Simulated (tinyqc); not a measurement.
Worked calculation: equation-of-state fits to an energy-volume table made by a known binding curve. Computed by tinyqc, a small Python program that keeps every step. Command: `OMP_NUM_THREADS=1 python tinyqc.py 3009391 3009392 out.jsonl eosfit walk`. One thread of a shared host (Intel(R) Xeon(R) Processor @ 2.30GHz), about 0.02 s of CPU time with the checks. Intermediate numbers are printed to about 6 digits and carried at full precision; extremes and crossings named in words are read from the listed rows.

With x = (V/V_0)^(1/3), the energy per atom is E = D [m x^-n - n x^-m]/(n - m), so that B0 = D n m/(9 V_0) and B' = (n + m + 6)/3. B' = dB/dP at P = 0.

Inputs (values chosen for the exercise, for a model crystal):
```
quantity                                  value             unit
cohesive energy D                          7.88          eV/atom
true volume V_0                            7.86  angstrom^3/atom
repulsive exponent n                         10                -
attractive exponent m                         1                -
half-width of the volume window w          0.06                -
shift of the window centre s             -0.017                -
points N                                      7                -
compression V/V_0 for the pressure test     0.9                -
```

Binding curve: Mie. Noise: none.

Constants: 1 eV/angstrom^3 = 160.2176634 GPa.

## Exact values of the curve

B0 and B' from the formulas above; P = -dE/dV at V = c V_0 (c the compression chosen), from the curve itself.

exact B0 = 178.473 GPa

exact B' = 5.66667

exact pressure at c V_0 = 25.4508 GPa

## Energy-volume table

Table: V_j = V_0 [1 + s + w (2 j/(N - 1) - 1)], j = 0..N-1, rounded to 0.001; E_j from the curve, rounded to 1e-7 eV.

Table:
```
V (angstrom^3)      E (eV)
7.255           -7.8489702
7.412           -7.8637856
7.569           -7.8734728
7.726           -7.8786780
7.884           -7.8799595
8.041           -7.8777928
8.198           -7.8726251
```

## Birch-Murnaghan fit

Third-order Birch-Murnaghan is a cubic in u = V^(-2/3): fit it by linear least squares, find the minimum, and take B0 = V E''(V), B' = -1 - V E'''/E'' there.

fitted E0 = -7.88000 eV

fitted V0 = 7.85989 angstrom^3

fitted B0 = 178.544 GPa

fitted B' = 5.71831

root-mean-square residual = 0.00136223 meV

Against the exact curve V0 is off by -0.001 %, B0 by +0.04 % and B' by +0.9 %.

## Errors of the Birch-Murnaghan fit

Errors are fitted minus exact, relative; the pressure at c V_0 uses P = (3 B0/2) (x^7 - x^5) [1 + (3/4)(B' - 4)(x^2 - 1)], x = (V0/V)^(1/3) with the fitted values.

error of B0 = 0.0400683 %

error of B' = 0.911326 %

fitted pressure at c V_0 = 25.4028 GPa

error of that pressure = -0.188720 %

## Vinet fit by Gauss-Newton steps

Vinet: E = E0 + (9 B0 V0/h^2) {1 + [h (1 - x) - 1] exp(h (1 - x))}, P = 3 B0 (1 - x) x^-2 exp(h (1 - x)), x = (V/V0)^(1/3), h = (3/2)(B' - 1). Gauss-Newton steps on (E0, V0, B0, B'): solve J d = r by least squares, r the residuals and J their derivatives (central differences, relative step 1e-5); start from the parabola fit in V with B' = 4; stop when all relative changes are below 1e-7.

Iterations:
```
step   E0 (eV)  V0 (angstrom^3)  B0 (GPa)       B'  rms residual (meV)
0     -7.88050          7.87522   203.263  4.00000         1.81329e+00
1     -7.87998          7.86166   178.033  5.57813         4.68878e-02
2     -7.88000          7.85980   178.590  5.75789         2.41642e-03
3     -7.88000          7.85981   178.597  5.75702         2.38284e-03
4     -7.88000          7.85981   178.597  5.75702         2.38284e-03
```

B0, Vinet = 178.597 GPa

B', Vinet = 5.75702

## Five forms on the same table

Murnaghan: E = E0 + (B0 V/B') [(V0/V)^B'/(B' - 1) + 1] - B0 V0/(B' - 1), P = (B0/B') [(V0/V)^B' - 1]. Birch-Murnaghan: E = E0 + (9 V0 B0/16) [y^3 B' + y^2 (2 - 4 y)], y = (V0/V)^(2/3) - 1; P = (3 B0/2) (x^7 - x^5) [1 + (3/4)(B' - 4)(x^2 - 1)], x = (V0/V)^(1/3). All are least-squares fits to the energies; for polynomials in V, B0 = V E'' and B' = -1 - V E'''/E'' at the minimum.

Fitted values:
```
form             V0 (angstrom^3)  B0 (GPa)        B'  P at c V_0 (GPa)
exact                    7.86000   178.473   5.66667           25.4508
parabola in V            7.87522   203.263  -1.00000                 -
cubic in V               7.85812   180.159   6.50708                 -
Murnaghan                7.86023   178.328   5.55809           25.5509
Birch-Murnaghan          7.85989   178.544   5.71831           25.4028
Vinet                    7.85981   178.597   5.75702           25.3670
```

In B0 the Birch-Murnaghan form comes closest (+0.04 %) and the parabola in V form misses most (+13.89 %). A parabola in V has no third derivative, so its B' is -1 by construction. At c V_0, beyond the window, the pressure errors are Murnaghan +0.4 %, Birch-Murnaghan -0.2 %, Vinet -0.3 %.

## The width of the window

The table is made anew for each w.

Errors (%):
```
w     B0, parabola  B0, cubic  B0, Murnaghan  B0, Birch-Murnaghan  B0, Vinet  B', Birch-Murnaghan
0.03        12.399     -0.323          0.042               -0.019     -0.034                0.820
0.05        13.324      0.421         -0.030                0.016      0.027                0.869
0.08        15.452      2.282         -0.205                0.102      0.177                1.000
0.12        20.046      6.268         -0.551                0.282      0.486                1.265
0.16        26.742     12.205         -1.005                0.537      0.918                1.644
0.22        41.528     25.784         -1.844                1.078      1.804                2.443
```

The Birch-Murnaghan error of B0 is smallest among these at w = 0.05 (0.016 % in size); it is 0.019 % at the narrowest and 1.078 % at the widest.  At the widest window the errors of B0 are +41.5 % for the parabola and +25.8 % for the cubic in V.

Checks made by the program: nonlinear Birch-Murnaghan fit against the linear one (relative difference below 1e-10).
